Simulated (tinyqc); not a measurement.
Inside a calculation. Model: short-channel transistor, virtual-source model with series resistance.

tinyqc, about 0.02 s, one thread, Intel Xeon 2.30GHz (shared host): `OMP_NUM_THREADS=1 python tinyqc.py 2380147 2380148 out.jsonl` Printed values are rounded.

The current per gate width is the charge at the top of the source barrier (the virtual source) times its velocity times a saturation function; al and be are fitting constants of the model. Units: I in uA/um, Rs in ohm um, so I Rs = 1e-6 I Rs in volts; Q in uC/cm^2, so I = 1e-4 Q vx0 Fsat with vx0 in cm/s.

Inputs (values chosen for the exercise):
- T = 293 K (temperature)
- Cinv = 2.75 uF/cm^2 (inversion capacitance)
- vx0 = 8.07e6 cm/s (velocity at the virtual source)
- mu = 740 cm^2/(V s) (apparent mobility)
- L = 20 nm (channel length)
- VT0 = 0.397 V (threshold at zero drain voltage)
- dl = 0.172 V/V (drain-induced barrier lowering)
- n0 = 1.54 (subthreshold factor)
- nd = 0.2 1/V (growth of n with drain voltage)
- al = 3.5 (threshold shift (in units of Vt) from weak to strong inversion)
- be = 1.6 (sharpness of saturation)
- Rs = 150 ohm um (series resistance of each contact)
- Vgs = 0.61 V (gate voltage)
- Vds = 0.75 V (drain voltage)

Constants: q = 1.602176634e-19 C, kB = 1.380649e-23 J/K, Vt = kB T/q. Results are converted to the units shown.

## Iteration 1: current through the series resistance

I at the start = 0 uA/um

Intrinsic voltages Vg' = Vgs - I Rs, Vd' = Vds - 2 I Rs. n = n0 + nd Vd', VT = VT0 - dl Vd', Ff = 1/(1 + exp((Vg' - VT + al Vt/2)/(al Vt))), Q = Cinv n Vt ln(1 + exp((Vg' - VT + al Vt Ff)/(n Vt))), Vdsat = (vx0 L/mu)(1 - Ff) + Vt Ff, Fsat = u/(1 + u^be)^(1/be) with u = Vd'/Vdsat, and I(out) = Q vx0 Fsat per width. (Fsat takes the sign of u.) I(new) = I(out).

Vg' = 0.61 V
Vd' = 0.75 V
VT = 0.268 V
Ff = 0.0124925
Q = 0.943574 uC/cm^2
Vdsat = 0.0218538 V
Fsat = 0.997823
I(out) = 759.807 uA/um
I after iteration 1 = 759.807 uA/um

## Iteration 2: current through the series resistance

As before.

Vg' = 0.496029 V
Vd' = 0.522058 V
VT = 0.307206 V
Ff = 0.0668126
Q = 0.536544 uC/cm^2
Vdsat = 0.0220405 V
Fsat = 0.996069
I(out) = 431.289 uA/um
I after iteration 2 = 431.289 uA/um

## Iteration 3: current through the series resistance

As before.

Vg' = 0.545307 V
Vd' = 0.620613 V
VT = 0.290255 V
Ff = 0.0327308
Q = 0.709596 uC/cm^2
Vdsat = 0.0219233 V
Fsat = 0.997041
I(out) = 570.950 uA/um
I after iteration 3 = 570.950 uA/um

## Course of the iteration: current through the series resistance

Stop when I changes by less than 1e-7 uA/um, or after 80 iterations.

Course of the iteration:
```
iteration  I (uA/um)  |change| (uA/um)
1            759.807               760
2            431.289               329
3            570.950               140
4            510.930              60.0
5            536.627              25.7
6            525.606              11.0
7            530.330              4.72
8            528.305              2.03
9            529.173             0.868
...              ...               ...
20           528.912           7.80e-5
21           528.912           3.34e-5
22           528.912           1.43e-5
23           528.912           6.14e-6
24           528.912           2.63e-6
25           528.912           1.13e-6
26           528.912           4.84e-7
27           528.912           2.07e-7
28           528.912           8.89e-8
```

Converged in 28 iterations. At the end each change is about 0.43 times the one before, with alternating sign: linear convergence.

## What the series resistance costs

converged I = 528.912 uA/um
I0 = 759.807 uA/um

Intrinsic voltages Vg' = Vgs - I Rs, Vd' = Vds - 2 I Rs. n = n0 + nd Vd', VT = VT0 - dl Vd', Ff = 1/(1 + exp((Vg' - VT + al Vt/2)/(al Vt))), Q = Cinv n Vt ln(1 + exp((Vg' - VT + al Vt Ff)/(n Vt))), Vdsat = (vx0 L/mu)(1 - Ff) + Vt Ff, Fsat = u/(1 + u^be)^(1/be) with u = Vd'/Vdsat, and I = Q vx0 Fsat per width. I0 is the current for Rs = 0. Effective velocity I/Q; transit time L Q/I.

loss against I0 = 30.3886 %
effective velocity = 8.04416e6 cm/s
transit time = 0.248628 ps

The carriers leave the virtual source at 99.7 % of vx0: the device is in saturation.
